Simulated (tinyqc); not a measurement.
What moves the results: two-band k.p model of the Delta valleys near the X point under shear strain. A value that a table varies takes the place of the one given here.

Valley pair on the [001] axis, kz counted from the X point, c = hbar^2/2m0, k0 = kx0 2 pi/a. H = (c kz^2/ml + c (kx^2 + ky^2)/mt + c k0^2/ml) 1 + (2 c k0 kz/ml) sigma_z + (D exy - 2 c kx ky/Mp) sigma_x, so E = c kz^2/ml + c (kx^2 + ky^2)/mt + c k0^2/ml -/+ sqrt((2 c k0 kz/ml)^2 + (D exy - 2 c kx ky/Mp)^2). Without strain the lower band has its minima, E = 0, at kz = +/- k0. Shifts from diagonal strain are left out.

For |eta| < 1: k_min = k0 sqrt(1 - eta^2), E_min = -Delta eta^2/2, ml(eta) = ml/(1 - eta^2), 1/m[110] = 1/mt + eta/Mp, 1/m[1-10] = 1/mt - eta/Mp. For |eta| > 1 the minimum sits at X: E_min = -Delta (2 |eta| - 1)/2, ml(eta) = ml/(1 - 1/|eta|), and eta is replaced by its sign in the transverse masses. Here Delta = 2 c k0^2/ml and eta = D exy/Delta.

s11 = (C11 + C12)/((C11 - C12)(C11 + 2 C12)), s12 = -C12/((C11 - C12)(C11 + 2 C12)), s44 = 1/C44; exx = s11 sxx + s12 (syy + szz) and cyclic, exy = s44 sxy/2; tension is positive. A uniaxial stress X along the unit vector n is s_ij = X n_i n_j.

Constants: hbar^2/2m0 = 3.80998211 eV angstrom^2; kB = 8.617333262e-05 eV/K.

Inputs chosen for the exercise (near those of Si; the results hold for these values, not for the real material):

| symbol | value | unit | meaning |
|---|---|---|---|
| a | 5.435 | angstrom | lattice constant |
| ml | 0.925 | m0 | longitudinal mass |
| mt | 0.201 | m0 | transverse mass |
| kx0 | 0.15 | 2 pi/a | distance of the minimum from X |
| D | 13.5 | eV | shear deformation potential |
| Mp | 0.228 | m0 | coupling mass |
| C11 | 163.4 | GPa |  |
| C12 | 63.7 | GPa |  |
| C44 | 79.6 | GPa |  |
| Xu | 8.87 | eV | uniaxial potential |
| T | 200 | K | temperature |
| exy | 0.002 |  | shear strain |

## Sweep of the shear strain

Delta = 2 c k0^2/ml, eta = D exy/Delta.

The minimum:

| exy | eta | k_min/k0 | E_min (meV) | ml(eta) | m[110] | m[1-10] | density-of-states mass |
|---|---|---|---|---|---|---|---|
| 0.0000 | 0.000 | 1.000 | 0.0 | 0.925 | 0.2010 | 0.2010 | 0.334 |
| 0.0018 | 0.098 | 0.995 | -1.2 | 0.934 | 0.1850 | 0.2200 | 0.336 |
| 0.0046 | 0.251 | 0.968 | -7.8 | 0.987 | 0.1646 | 0.2580 | 0.347 |
| 0.0092 | 0.501 | 0.865 | -31.1 | 1.236 | 0.1394 | 0.3602 | 0.396 |
| 0.0138 | 0.752 | 0.659 | -70.1 | 2.129 | 0.1209 | 0.5965 | 0.535 |
| 0.0165 | 0.899 | 0.438 | -100.2 | 4.832 | 0.1121 | 0.9697 | 0.807 |
| 0.0220 | 1.199 | 0.000 | -173.1 | 5.574 | 0.1068 | 1.6973 | 1.004 |
| 0.0294 | 1.602 | 0.000 | -273.0 | 2.461 | 0.1068 | 1.6973 | 0.764 |

What does this show?

The valleys reach X at eta = 1, that is exy = 0.0183. The shift is quadratic up to eta = 1 (-7.8 meV at eta = 0.25, -31.1 meV at 0.50) and linear beyond, while 1/m[110] rises linearly, taking m[110] from 0.201 to its floor 0.1068, a gain of 88 % in 1/m. ml(eta) diverges at eta = 1; the largest value listed is 5.57. A deformation-potential model with fixed masses misses all of this.

## Tension along [110]: repopulation and mass change

The z valleys move against the x and y valleys by Xu (ezz - exx) and, through the shear, by E_min. Share of the z valleys n = w/(w + 2 exp(dE/kT)), dE the total relative shift, w = sqrt(ml(eta) m[110] m[1-10]/(ml mt^2)). Along [110]: 1/m_c = n/m[110] + (1 - n)(1/ml + 1/mt)/2. Fixed masses means E_min = 0, w = 1, m[110] = mt. Gains are against 3/(1/ml + 2/mt) at a fixed scattering time.

Results:

| X (GPa) | Xu (ezz - exx) (meV) | E_min (meV) | m[110] | m_c fixed masses | m_c with shear | gain fixed (%) | gain with shear (%) |
|---|---|---|---|---|---|---|---|
| 0.00 | 0.0 | 0.0 | 0.2010 | 0.2720 | 0.2720 | 0.0 | 0.0 |
| 0.25 | -11.1 | -0.2 | 0.1937 | 0.2514 | 0.2452 | 8.2 | 10.9 |
| 0.50 | -22.2 | -0.9 | 0.1869 | 0.2334 | 0.2194 | 16.5 | 23.9 |
| 1.00 | -44.5 | -3.6 | 0.1746 | 0.2119 | 0.1839 | 28.3 | 47.9 |
| 1.50 | -66.7 | -8.2 | 0.1639 | 0.2042 | 0.1659 | 33.2 | 63.9 |
| 2.00 | -89.0 | -14.5 | 0.1544 | 0.2019 | 0.1548 | 34.7 | 75.7 |
| 3.00 | -133.5 | -32.7 | 0.1384 | 0.2011 | 0.1384 | 35.3 | 96.5 |

What does this show, and why?

At 1 GPa repopulation alone gives 28.3 % and the shear terms raise it to 47.9 %. From 2 to 3 GPa the fixed-mass gain grows by 0.6 points, towards its ceiling of 35.3 % when all electrons sit in the z valleys, whereas the gain with shear grows by 20.8 points because m[110] keeps falling.

## What each parameter does

Delta = 2 c k0^2/ml, eta = D exy/Delta. Each row changes one parameter from the base and keeps the others.

Results:

| case | eta | E_min (meV) | ml(eta) (m0) | m[110] (m0) | m[1-10] (m0) |
|---|---|---|---|---|---|
| base | 0.1090 | -1.47 | 0.9361 | 0.1834 | 0.2224 |
| ml = 0.86025 m0 | 0.1014 | -1.37 | 0.8692 | 0.1845 | 0.2207 |
| mt = 0.18693 m0 | 0.1090 | -1.47 | 0.9361 | 0.1716 | 0.2053 |
| kx0 = 0.1395 2 pi/a | 0.1260 | -1.70 | 0.9399 | 0.1809 | 0.2261 |
| D = 12.555 eV | 0.1014 | -1.27 | 0.9346 | 0.1845 | 0.2207 |
| Mp = 0.24396 m0 | 0.1090 | -1.47 | 0.9361 | 0.1844 | 0.2208 |
| exy = 0.00186 | 0.1014 | -1.27 | 0.9346 | 0.1845 | 0.2207 |

What can be read from the table?

The largest shifts from the base row, up to three for each result and ties (the steps differ in size, so this ranks the rows, not the parameters). eta: kx0 +0.0170, ml -0.0076, D -0.0076, exy -0.0076; unchanged at the printed digits by mt and Mp. E_min (meV): kx0 -0.23, D +0.20, exy +0.20; unchanged at the printed digits by mt and Mp. ml(eta) (m0): ml -0.0669, kx0 +0.0038, D -0.0015, exy -0.0015; unchanged at the printed digits by mt and Mp. m[110] (m0): mt -0.0118, kx0 -0.0025, ml +0.0011, D +0.0011, exy +0.0011, Mp +0.0011. m[1-10] (m0): mt -0.0171, kx0 +0.0038, ml -0.0016, D -0.0016, exy -0.0016.

tinyqc: `OMP_NUM_THREADS=1 python tinyqc.py 1050869 1050870 out.jsonl`; about 0.01 s, one thread, shared Intel(R) Xeon(R) Processor @ 2.30GHz.
